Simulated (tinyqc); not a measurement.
Deformation-potential model of the Delta valleys of a conduction band: one step. Conductivity mass tensor.

Valleys with axes along x, y and z, each a pair at +k and -k. Herring-Vogt shift of a valley with unit axis a: dE = Xd tr(e) + Xu a.e.a. Non-degenerate shares n_i = exp(-dE_i/kT)/sum_j exp(-dE_j/kT). Inverse mass tensor of a valley: (1 - a a)/mt + a a/ml; the masses are taken as independent of strain.

Parameters, chosen for this exercise (out of a larger set: near those of Si; not measured data): ml = 0.9 m0 (longitudinal mass); mt = 0.195 m0 (transverse mass).

shares: x 0.067066, y 0.067066, z 0.865868

Question. With one scattering time for all valleys the conductivity goes as M = sum_i n_i (inverse mass tensor of valley i); along the unit vector u, 1/m_c = u.M.u. Without stress 1/m_c = (1/ml + 2/mt)/3. Take u along [001].

Give: M; m_c along [001]; m_c without stress.

Answer.

M (1/m0), rows x, y, z and columns alike:
$$\begin{pmatrix}
4.859 & 0.000 & 0.000 \\
0.000 & 4.859 & 0.000 \\
0.000 & 0.000 & 1.650
\end{pmatrix}$$

m_c along [001] = 0.6061 m0
m_c without stress = 0.2639 m0

The repopulation alone changes the mobility along [001] by -56.5 %; with all electrons in the valleys lightest or heaviest along this direction it would change by +35 or -71 %.

tinyqc: `OMP_NUM_THREADS=1 python tinyqc.py 1081045 1081046 out.jsonl`; about 0.03 s, one thread, shared Intel(R) Xeon(R) Processor @ 2.30GHz.
